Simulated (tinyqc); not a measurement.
Straight dislocations in isotropic elasticity: fields, energies, partials, Peierls stress and walls: one step, computed by the program tinyqc. Command: `OMP_NUM_THREADS=1 python tinyqc.py 3001566 3001567 out.jsonl disloc walk`. One thread of a shared host (Intel(R) Xeon(R) Processor @ 2.30GHz), about 0.01 s of CPU time with the checks.

The line runs along z, the glide plane is y = 0, and beta is the angle between b and the line (0 screw, 90 degrees edge): b_e = b sin(beta) along +x with the extra half plane at y > 0, b_s = b cos(beta). Stress is positive in tension.

Question. Stress at a point. With D = G b_e/(2 pi (1 - nu)), S = G b_s/(2 pi), r^2 = x^2 + y^2: s_xx = -D y (3x^2 + y^2)/r^4, s_yy = D y (x^2 - y^2)/r^4, s_xy = D x (x^2 - y^2)/r^4, s_zz = nu (s_xx + s_yy), s_xz = -S y/r^2, s_yz = S x/r^2. Pressure p = -trace/3.

Inputs (values chosen for the exercise, modelled on aluminium): shear modulus G = 25 GPa; Poisson ratio nu = 0.343; Burgers vector b = 2.863 angstrom.

Character: 60-degree.

field point (x, y) (nm): [5.6, -1.3]

Give: stress; pressure p.

Answer.

stress (MPa):
```
,x,y,z
x,171.1,228.4,22.4
y,228.4,-53.0,96.5
z,22.4,96.5,40.5
```

pressure p = -52.88 MPa

The point lies below the glide plane, on the stretched side.
